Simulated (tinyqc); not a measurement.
Comparisons within one model: Lorentz oscillators and the Kramers-Kronig relations. A value that a table varies takes the place of the one given here.

eps(E) = 1 + sum_j S_j/(E0_j^2 - E^2 - i G_j E).

Kramers-Kronig: eps1(E) = 1 + (2/pi) P integral_0^infinity E1 eps2(E1)/(E1^2 - E^2) dE1. Maclaurin rule on the grid E_j = j h, j = 1 .. M: eps1(E_i) = 1 + (4 h/pi) sum over j with j - i odd of E_j eps2(E_j)/(E_j^2 - E_i^2); nothing is added above E_M.

n + i k = sqrt(eps1 + i eps2) with k >= 0; R = ((n - 1)^2 + k^2)/((n + 1)^2 + k^2) at normal incidence from vacuum; alpha = 2 E k/(hbar c), times 1e8 for 1/cm; loss function Im(-1/eps) = eps2/(eps1^2 + eps2^2).

Constants: hbar c = 1973.269805 eV angstrom.

Inputs chosen for the exercise:
```
symbol  value         unit  meaning
E0      (2.19, 4.19)  eV    resonances
G       (0.47, 0.77)  eV    widths
S       (23.9, 92.6)  eV^2  strengths
h       0.5           eV    grid step
M       30                  grid points E_j = j h
E_t     0.6           eV    energy below the first line
E       3.8           eV    photon energy
```

## Numerical transform against the formula

Every third grid point is listed; the error is the transform minus the formula.

Dielectric function:
```
E (eV)    eps2  eps1 formula  eps1 transform   error
1.00     1.027        12.782          10.338  -2.443
2.50     9.392        -0.984           2.653   3.637
4.00    24.299        11.026           6.820  -4.206
5.50     2.284        -6.494          -6.631  -0.138
7.00     0.530        -2.399          -2.117   0.281
8.50     0.221        -1.022          -1.127  -0.105
10.00    0.116        -0.364          -0.240   0.124
11.50    0.070         0.010          -0.051  -0.061
13.00    0.046         0.246           0.310   0.064
14.50    0.032         0.405           0.358  -0.047
```

The largest error listed is -4.206 at 4.00 eV. The rule samples every 2h = 1 eV and the narrowest line is 0.47 eV wide, so it is not resolved. The grid ends at 15 eV, where eps2 is still 0.028; the error at the last point listed, nearest the missing tail, is -0.047.

## How far the spectrum must be known

The integrals are done by adaptive quadrature and cut at E_cut. f-sum share: (2/pi) integral of E eps2 over sum S. Static share: (2/pi) integral of eps2/E over eps(0) - 1.

Cut integrals:
```
E_cut (eV)  eps1(E_t)  f-sum share  static share
3.4             7.299        0.233         0.575
4.6            10.820        0.724         0.911
6.3            11.617        0.898         0.987
8.4            11.707        0.936         0.996
12.6           11.737        0.962         0.999
21.0           11.745        0.978         1.000
```

eps1(E_t) from the formula = 11.747

Cut at 4.6 eV, just above the last line, eps1(E_t) lacks 0.927; cut at 21 eV it lacks 0.002. At 6.3 eV the static sum has reached 0.987 and the f-sum only 0.898: the f-sum weights eps2 by E and the static sum by 1/E, so the f-sum needs the far tail.

## Optical constants across the spectrum

Spectrum:
```
E (eV)     eps1    eps2      n      k      R   loss
0.63     11.801   0.516  3.436  0.075  0.302  0.004
1.49     15.644   2.798  3.971  0.352  0.360  0.011
2.34     -1.219  16.846  2.799  3.009  0.523  0.059
3.20      8.289   4.955  2.995  0.827  0.280  0.053
4.06      8.100  26.827  4.250  3.156  0.547  0.034
4.91    -10.823   6.264  0.917  3.415  0.761  0.040
5.77     -5.281   1.618  0.348  2.324  0.807  0.053
6.63     -2.988   0.702  0.202  1.740  0.820  0.075
7.48     -1.824   0.386  0.142  1.358  0.820  0.111
8.34     -1.122   0.239  0.112  1.065  0.811  0.182
9.20     -0.664   0.160  0.098  0.820  0.792  0.344
10.06    -0.345   0.114  0.096  0.595  0.754  0.862
```

Among the energies listed the largest values are at (eV): eps2 4.06; n 4.06; k 4.91; R 6.63 and 7.48; loss 10.06 (last row, still rising). eps1 crosses zero at 2.30, 2.57, 4.18 and 11.45 eV; the last crossing is upward and marks the plasmon, against sqrt(sum S) = 10.79 eV for free electrons.

## What each oscillator parameter does

At the energy E. Each row changes one parameter from the base and keeps the others.

Results:
```
case                       eps1    eps2      n      k      R
base                     14.396  15.273  4.206  1.815  0.447
E0 = (2.19, 4.4) eV      12.508   8.712  3.725  1.169  0.371
G = (0.47, 1.155) eV      8.563  14.471  3.562  2.031  0.429
S = (23.9, 111.12) eV^2  17.555  18.238  4.630  1.970  0.479
E = 3.99 eV              11.415  23.834  4.350  2.740  0.518
```

The largest shifts from the base row, up to three for each result and ties (the steps differ in size, so this ranks the rows, not the parameters). eps1: G -5.833, S +3.158, E -2.981. eps2: E +8.561, E0 -6.560, S +2.966. n: G -0.644, E0 -0.481, S +0.424. k: E +0.924, E0 -0.646, G +0.216. R: E0 -0.075, E +0.072, S +0.033.

tinyqc: `OMP_NUM_THREADS=1 python tinyqc.py 1650912 1650913 out.jsonl`; about 0.1 s, one thread, shared Intel(R) Xeon(R) Processor @ 2.30GHz.
